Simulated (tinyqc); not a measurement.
Vacancy excess varied: nucleation and growth of vacancy voids in a cooling silicon-like crystal. Computed by tinyqc, a small Python program. Command: `OMP_NUM_THREADS=1 python tinyqc.py 3000526 3000527 out.jsonl voids walk`. One thread of a shared host (Intel(R) Xeon(R) Processor @ 2.30GHz), about 0.6 s of CPU time with the checks.

Spherical voids; vacancies are lost only to voids.

Inputs (values chosen for the exercise, for a model crystal): vacancy density at the melting point C_m = 4.5e+14 1/cm^3; formation energy E_f = 3.71 eV; melting point T_m = 1685 K; diffusion prefactor D0 = 0.00074 cm^2/s; migration energy E_m = 0.45 eV; site density rho = 5e+22 1/cm^3; void surface energy gamma = 0.96 J/m^2; cooling rate q = 2.5 K/min; ratio (V/G)/xi_c = 1.87; limit of the excess at high V/G = 1.6e+14 1/cm^3; temperature step = 0.125 K.

Vacancy supply: from V/G.

Constants: k_B = 8.617333262e-05 eV/K; k_B = 1.380649e-23 J/K.

Method:
- C = C_x (u - 1)/(u + 0.2) with u = (V/G)/xi_c, a form chosen for the exercise.
- C_e = C_m exp[-(E_f/k_B)(1/T - 1/T_m)]; D = D0 exp(-E_m/(k_B T)); f = k_B T ln(C/C_e); r* = 2 gamma/(rho f); W* = 16 pi gamma^3/(3 rho^2 f^2); Z = f/sqrt(12 pi W* k_B T); I = rho Z (4 pi r* D C) exp(-W*/(k_B T)).
- March down from 1500 K in steps dT, dt = dT/q, with values at the upper end of each step: a class of I dt voids is born with r*; then all classes grow by r^2 += 2 D (C - C_e) dt/rho; C falls by the vacancies added to voids. Stop at 1150 K. T_n is the T of the largest I, N the final count (classes under 1e-6 /cm^3 are dropped), and the mean radius the number average.

initial excess C = 6.72464e+13 1/cm^3

At fixed q:
```
C (1/cm^3)   T_n (K)  N (1/cm^3)  mean radius (nm)
2.70e+13    1295.250  9.1015e+06            23.925
4.00e+13    1317.125  6.6602e+06            30.287
6.70e+13    1346.750  4.4229e+06            41.262
1.10e+14    1376.125  2.9860e+06            55.529
1.70e+14    1402.750  2.1158e+06            72.055
```

What does the comparison show, and why?

More vacancies nucleate earlier (T_n rises by 108 K) and give fewer, larger voids: N goes as C^-0.79 and the radius as C^0.60, steeper than the -1/2 and +1/2 of the scaling argument at fixed D, because D rises with T_n.

Extremes, crossings and ranges named in words are read from the listed rows.
